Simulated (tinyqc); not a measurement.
Short-channel transistor, virtual-source model with series resistance: one step of the calculation.

The current per gate width is the charge at the top of the source barrier (the virtual source) times its velocity times a saturation function; al and be are fitting constants of the model. Units: I in uA/um, Rs in ohm um, so I Rs = 1e-6 I Rs in volts; Q in uC/cm^2, so I = 1e-4 Q vx0 Fsat with vx0 in cm/s.

Question. What the series resistance costs. Intrinsic voltages Vg' = Vgs - I Rs, Vd' = Vds - 2 I Rs. n = n0 + nd Vd', VT = VT0 - dl Vd', Ff = 1/(1 + exp((Vg' - VT + al Vt/2)/(al Vt))), Q = Cinv n Vt ln(1 + exp((Vg' - VT + al Vt Ff)/(n Vt))), Vdsat = (vx0 L/mu)(1 - Ff) + Vt Ff, Fsat = u/(1 + u^be)^(1/be) with u = Vd'/Vdsat, and I = Q vx0 Fsat per width. I0 is the current for Rs = 0. Effective velocity I/Q; transit time L Q/I.

Values chosen for this exercise:
```
symbol,value,unit,meaning
T,273,K,temperature
Cinv,1.74,uF/cm^2,inversion capacitance
vx0,1.72e7,cm/s,velocity at the virtual source
mu,94,cm^2/(V s),apparent mobility
L,32,nm,channel length
VT0,0.324,V,threshold at zero drain voltage
dl,0.097,V/V,drain-induced barrier lowering
n0,1.26,,subthreshold factor
nd,0,1/V,growth of n with drain voltage
al,3.5,,threshold shift (in units of Vt) from weak to strong inversion
be,1.4,,sharpness of saturation
Rs,150,ohm um,series resistance of each contact
Vgs,0.75,V,gate voltage
Vds,0.75,V,drain voltage
```

Constants: q = 1.602176634e-19 C, kB = 1.380649e-23 J/K, Vt = kB T/q. Results are converted to the units shown.

converged I = 670.95259 uA/um
I0 = 1019.5454 uA/um

Give: loss against I0; effective velocity; transit time.

Answer.

loss against I0 = 34.19 %
effective velocity = 1.017e7 cm/s
transit time = 0.3146 ps

Numbers from tinyqc (`OMP_NUM_THREADS=1 python tinyqc.py 2380080 2380081 out.jsonl`; about 0.01 s on one thread of a shared Intel Xeon 2.30GHz).
